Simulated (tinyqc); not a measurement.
Inside a calculation. Model: oxide trap near a transistor channel: two-state multiphonon kinetics, telegraph noise and bias instability. Computed by tinyqc, a small Python program that keeps every step. Command: `OMP_NUM_THREADS=1 python tinyqc.py 3000259 3000260 out.jsonl oxidetrap walk`. One thread of a shared host (Intel(R) Xeon(R) Processor @ 2.30GHz), about 0.01 s of CPU time with the checks. Intermediate numbers are printed to about 6 digits and carried at full precision; extremes and crossings named in words are read from the listed rows.

An n-channel device under positive gate bias. The trap is empty (state 1) or holds an electron (state 2); both states are parabolas of equal curvature, and the electron reservoir is taken at the Fermi level of the channel.

Inputs (values chosen for the exercise, with an insulator like Si3N4 on silicon):

| quantity | value | unit |
|---|---|---|
| insulator constant eps_ox | 7.14 | - |
| insulator thickness t_ox | 5.9 | nm |
| trap depth x from the interface | 1.8 | nm |
| tunnel barrier phi_b | 2.02 | eV |
| tunnelling mass m_ox | 0.37 | m_0 |
| trap level above E_F at zero field E_t | 1 | eV |
| relaxation energy E_R | 2.6 | eV |
| oxide field F | 5 | MV/cm |
| attempt rate k_0 at the interface | 4e+11 | 1/s |
| temperature T | 350 | K |
| channel width W | 30 | nm |
| channel length L | 68 | nm |
| frequency f | 30 | Hz |
| stress time t_s | 20 | s |

Parts treated: one trap.

Constants: hbar^2/(2 m_0) = 3.80998212 eV angstrom^2; k_B = 8.617333262e-05 eV/K; e = 1.602176634e-19 C; eps_0 = 8.8541878128e-12 F/m.

## Tunnelling factor

kappa = sqrt(2 m_ox phi_b)/hbar = sqrt(m_ox phi_b/(hbar^2/2m_0)); attenuation length lambda = 1/(2 kappa); factor exp(-x/lambda) for a rectangular barrier.

kappa = 4.42910 1/nm

attenuation length lambda = 0.112890 nm

tunnelling factor = 1.18928e-07

Caution: the field lowers the tunnel barrier appreciably over the trap depth, so the rectangular barrier understates the rate.

## Barriers and time constants

E_21 = E_t - e F x is the energy of state 2 over state 1; barriers E_c = (E_R + E_21)^2/(4 E_R), E_e = E_c - E_21; tau_c = exp(E_c/k_B T)/(k_0 P), tau_e = exp(E_e/k_B T)/(k_0 P), P the tunnelling factor; occupation f_2 = tau_e/(tau_c + tau_e); 1/tau_0 = 1/tau_c + 1/tau_e.

E_21 = 0.1 eV

capture barrier E_c = 0.700962 eV

emission barrier E_e = 0.600962 eV

capture time tau_c = 260649 s

emission time tau_e = 9464.99 s

occupation f_2 = 0.0350407

tau_0 = 9133.33 s

The two times are within a factor 30 of each other, so the trap switches between both states, though too slowly to see in a usual record.

## Step height and noise

Charge-sheet step dV = e (t_ox - x)/(eps_ox eps_0 W L); Lorentzian spectrum S(f) = 4 dV^2 tau_0^2/((tau_c + tau_e)(1 + (2 pi f tau_0)^2)); corner 1/(2 pi tau_0); variance dV^2 f_2 (1 - f_2) = dV^2 tau_0/(tau_c + tau_e).

threshold step dV = 5.09351 mV

corner frequency = 1.74257e-05 Hz

S(f) = 1.08130e-14 V^2/Hz

root-mean-square noise = 0.936608 mV

f lies above the corner, on the 1/f^2 tail. Random dopants and current percolation, left out here, spread real steps around this value.

## Stress and recovery of one trap

From the zero-field occupation f(0), f(t) = f_2 + (f(0) - f_2) exp(-t/tau_0) under the field; after t_s the field is removed and f relaxes with the zero-field constants.

occupation at zero field = 3.98689e-15

tau_0 at zero field = 0.0736401 s

occupation after stress = 7.66475e-05

half-time of recovery = 0.0510434 s

## Bias dependence of the times

The formulas are those given above.

Against field:

| F (MV/cm) | E_21 (eV) | tau_c (s) | tau_e (s) | f_2 |
|---|---|---|---|---|
| 0.0 | 1.00 | 1.84706e+13 | 7.36401e-02 | 3.98689e-15 |
| 1.5 | 0.73 | 4.74068e+10 | 1.45983e+00 | 3.07938e-11 |
| 3.0 | 0.46 | 1.93673e+08 | 4.60639e+01 | 2.37844e-07 |
| 4.0 | 0.28 | 6.40772e+06 | 5.95498e+02 | 9.29260e-05 |
| 5.0 | 0.10 | 2.60649e+05 | 9.46499e+03 | 3.50407e-02 |
| 6.0 | -0.08 | 1.30355e+04 | 1.84960e+05 | 9.34163e-01 |
| 7.5 | -0.35 | 2.14764e+02 | 2.35364e+07 | 9.99991e-01 |

ln(tau_c/tau_e) falls by e x/k_B T = 5.968 per MV/cm, which measures the depth x if the change of surface potential with bias is left aside. Over these rows tau_c shortens by 10.93 decades and tau_e lengthens by 8.50; the shares differ because E_21 is not small against E_R. The times cross at F = E_t/(e x) = 5.56 MV/cm.

Checks made by the program: detailed balance tau_c/tau_e = exp(E_21/k_B T) (relative difference below 1e-10); the integral of S(f) against the variance (relative difference below 1e-10).
